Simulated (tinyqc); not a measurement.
Hot electrons in a saturated n-channel MOSFET, lucky-electron model: one step of the calculation.

Beyond pinch-off the lateral field grows as Esat cosh(y/l) over the velocity-saturated region (pseudo-two-dimensional model). Impact ionisation in this region gives the substrate current, which biases the body forward through Rsub. Currents are per width. Local-field laws: they overstate ionisation when the field peak is narrower than an energy relaxation length.

Problem. Body bias from the substrate current. Cox = 3.9 eps0/tox. Overdrive g = Vg - VT + kb Vb; Vdsat = g Esat L/(g + Esat L); Id = Cox vs (g - Vdsat); dV = Vd - Id Rd - Vdsat; Em = sqrt((dV/l)^2 + Esat^2); Isub = Id (Ai/Bi) l Em exp(-Bi/Em). Vb(new) = Rsub Isub.

Values chosen for this exercise; values close to those of silicon n-channel devices:
- L = 1.2 um (channel length)
- tox = 24 nm (oxide thickness)
- VT = 0.78 V (threshold)
- vs = 9.3e6 cm/s (saturation velocity)
- Ai = 2e6 1/cm (ionisation prefactor)
- Bi = 1.87 MV/cm (ionisation field)
- Rd = 400 ohm um (resistance of the lightly doped drain)
- Rsub = 15000 ohm um (substrate resistance)
- kb = 0.42 (fall of VT per volt of forward body bias)
- Vd = 4.3 V (drain voltage)
- Vg = 2 V (gate voltage)

Constants: eps0 = 8.8541878128e-14 F/cm where lengths are in cm. Results are converted to the units shown.

Vb at the start = 0 V
l = 180 nm
Esat = 0.043255814 MV/cm

Find: Vdsat; Id; dV; Em; Isub; Vb after iteration 1.

Solution.

Vdsat = 0.98783 V
Id = 31.067 uA/um
dV = 3.2997 V
Em = 0.18835 MV/cm
Isub = 0.0054954 uA/um
Vb after iteration 1 = 8.2431e-5 V

Program tinyqc, `OMP_NUM_THREADS=1 python tinyqc.py 2550064 2550065 out.jsonl`; Intel Xeon 2.30GHz, shared host, one thread, about 0.01 s.
